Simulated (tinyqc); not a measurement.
Worked calculation: free and nearly free electrons in a metal. Values are carried at full precision from step to step, so a last printed digit may differ when a step is redone from the rounded ones.

The cubic cell holds 4 atoms: n = 4 z/a^3, kF = (3 pi^2 n)^(1/3), EF = c kF^2/m, vF = 2 c kF/(m hbar), c = hbar^2/2m0; rs = (3/(4 pi n))^(1/3)/a0; D(EF) = 3 n/(2 EF).

Constants: hbar^2/2m0 = 3.80998211 eV angstrom^2; hbar = 6.58211957e-16 eV s; a0 (Bohr radius) = 0.5291772105 angstrom; kB = 8.617333262e-05 eV/K.

Parameters, chosen for this exercise (near those of Ca; the results hold for these values, not for the real material): a = 5.594 angstrom (fcc lattice constant); z = 2 (free electrons an atom); m = 1 m0 (mass); rho = 3.5 micro-ohm cm (bulk resistivity); T = 300 K; V = 0.53 eV (|V_G| for G = (111)); x = 0.97 (k along G as a share of |G|/2).

## The Fermi sphere

Evaluate the free-electron quantities.

n = 0.04570 1/angstrom^3
kF = 1.1061 1/angstrom
EF = 4.661 eV
vF = 1.280e+06 m/s
rs = 3.279
D(EF) per atom = 0.6436 1/eV

## Relaxation time and mean free path

Drude: 1/rho = n e^2 tau/(m m0) with e = 1.602176634e-19 C and m0 = 9.1093837e-31 kg; mean free path l = vF tau; rho l = hbar kF/(n e^2) = 12 pi^3 hbar/(e^2 S) with S = 4 pi kF^2 does not depend on tau or m.

Use SI units: n in 1/m^3 (1e30 per 1/angstrom^3), rho in ohm m (1e-8 per micro-ohm cm).

tau = 22.19 fs
l = 28.41 nm
rho l = 9.943 1e-16 ohm m^2

Wires lose conductivity to surfaces and grain boundaries, with an excess that scales as rho l over the width and is of the order of rho itself at a width of l = 28 nm.

## Thermal quantities

gamma = (pi^2/3) kB^2 D(EF) per atom, times 96485.33 x 1e3 for mJ/(mol K^2); mu(T) = EF (1 - (pi kB T/EF)^2/12); Wiedemann-Franz kappa = L0 T/rho with L0 = (pi^2/3) (kB/e)^2, kB/e in V/K.

gamma = 1.517 mJ/(mol K^2)
mu - EF = -0.1179 meV
kappa = 209 W/(m K)

## The sphere against the zone faces

Take G = (hkl) 2 pi/a for (111), (200) and (220), with the number of equivalent faces. The Bragg plane of G lies at |G|/2 with |G| = (2 pi/a) sqrt(h^2 + k^2 + l^2). Where kF exceeds it, the sphere cuts the plane in a circle of radius sqrt(kF^2 - G^2/4).

Distance and circle for each G:
```
G      faces  |G|/2 (1/angstrom)  kF/(|G|/2)  circle radius
(111)      8              0.9727      1.1371         0.5265
(200)      6              1.1232      0.9847              -
(220)     12              1.5884      0.6963              -
```

The sphere crosses the (111) faces, so electrons spill into higher zones.

## Two plane waves near the face

Two plane waves k and k - G, G = (111) (2 pi/a): H = [[c k^2/m, V], [V, c (k - G)^2/m]] with c = hbar^2/2m0.

Build H for k along G, diagonalise, and give the weight of the first wave in the lower state and its velocity along G relative to a free electron, (w k + (1 - w)(k - G))/k.

H (eV):
```
        1       2
1  3.3919  0.5300
2  0.5300  3.8245
```

levels (eV): 3.0358  4.1806

w = 0.6889
v/v_free = 0.3586

The splitting is 1.145 eV here and 2V = 1.06 eV on the face, where the normal velocity vanishes. There the lower band lies at 3.075 eV and the upper at 4.135 eV, both below the free EF of 4.661 eV: the face centre is filled in both bands and band 2 holds electrons here, while band 1 may keep holes at the zone corners.

## Checks

- Lower level against the closed form of the 2 x 2 problem (eV): both 3.0358.
- The product rho l against hbar kF/(n e^2) (1e-16 ohm m^2): both 9.943.

Computed by tinyqc, a small Python program: `OMP_NUM_THREADS=1 python tinyqc.py 1652426 1652427 out.jsonl` (the numbers bound the seed that draws the inputs); one thread of a shared host (Intel(R) Xeon(R) Processor @ 2.30GHz), about 0.01 s for the whole set of steps.
